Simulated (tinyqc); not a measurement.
AlGaN/GaN HEMT with access regions, lumped model: two steps of the calculation.

A polarisation-induced electron sheet under a Schottky gate, in series with two ungated access regions and contacts. Drift law v = mu E/(1 + mu E/vs) under the gate. Currents in mA/mm, resistances in ohm mm. No self-heating, no channel-length modulation; fits for polarisation, barrier and offset are chosen for the exercise.

Inputs (values chosen for the exercise); values close to those of AlGaN/GaN structures: aluminium share of the barrier x = 0.24; barrier thickness d = 15 nm; relative permittivity of barrier and channel eps_r = 9.1; channel mobility mu = 1300 cm^2/(V s); saturation velocity vs = 1.5e7 cm/s; gate length Lg = 1 um; source access length Ls = 2 um; drain access length Ld = 12 um; resistance of each contact Rc = 0.59 ohm mm; share of the drain-access electrons removed by traps ft = 0.25; gate voltage Vg = 1 V; drain voltage Vd = 10 V; critical field Ec = 2.8 MV/cm; depth over which the depleted charge spreads te = 0.37 um; insulator under the field plate tf = 50 nm; relative permittivity of that insulator ei = 7.5.

Constants: q = 1.602176634e-19 C, eps0 = 8.8541878128e-14 F/cm where lengths are in cm. Results are converted to the units shown.

Question 1. Drain current. Access resistance R(L, n) = L/(q mu n sqrt(1 - (I/(q n vs))^2)); Rs = Rc + R(Ls, n0), Rd = Rc + R(Ld, (1 - ft) n0). Vg' = Vg - I Rs, Vd' = Vd - I (Rs + Rd); with u = Vg' - VT, Vc = vs Lg/mu and w the smaller of Vd' and Vc [sqrt(1 + 2 u/Vc) - 1] (0 if negative), the channel gives (mu Cb/Lg)(u w - w^2/2)/(1 + w/Vc). I(new) = I + 0.3 (channel current - I).

I after iteration 1 = 775.09309 mA/mm
VT = -3.0297430 V
Cb = 0.53715406 uF/cm^2
n0 = 1.0157674e13 cm^-2

Wanted: Rs; Rd; Vg'; Vd'; channel current; I after iteration 2.

Answer 1.

Rs = 1.5869 ohm mm
Rd = 8.9376 ohm mm
Vg' = -0.23000 V
Vd' = 1.8426 V
channel current = 936.35 mA/mm
I after iteration 2 = 823.47 mA/mm

Question 2. On-resistance and breakdown. sigma = (5e13 x + 1.6e13 x^2) cm^-2, phiB = 0.84 + 1.3 x, dEc = 0.7 (1.71 x + x^2) in volts, Cb = eps0 eps_r/d, VT = phiB - dEc - q sigma/Cb, access density n0 = -Cb VT/q. Ron = 2 Rc + Ls/(q mu n0) + Ld/(q mu (1 - ft) n0) + Lg/(mu Cb (Vg - VT)). Off state: a depleted stretch that holds the voltage V has the peak field sqrt(k V), k = 2 q n0/(eps0 eps_r te), so one edge holds V1 = Ec^2/k. The sheet under the plate pinches off at Vf = q n0 (1/Cb + tf/(eps0 ei)); beyond it the gate edge is screened. BV = V1 if Vf >= V1, else Vf + V1, and at most Ec Ld. Specific resistance Ron (Ls + Lg + Ld); figure of merit BV^2 over it.

Wanted: Ron; Vf; V1; BV; specific resistance; figure of merit.

Answer 2.

Ron = 10.043 ohm mm
Vf = 15.283 V
V1 = 71.808 V
BV = 87.091 V
specific resistance = 1.5065 mohm cm^2
figure of merit = 5.0348 MW/cm^2

The plate raises BV by a factor of 1.21.

Program tinyqc, `OMP_NUM_THREADS=1 python tinyqc.py 2570158 2570159 out.jsonl`; Intel Xeon 2.30GHz, shared host, one thread, about 0.03 s.
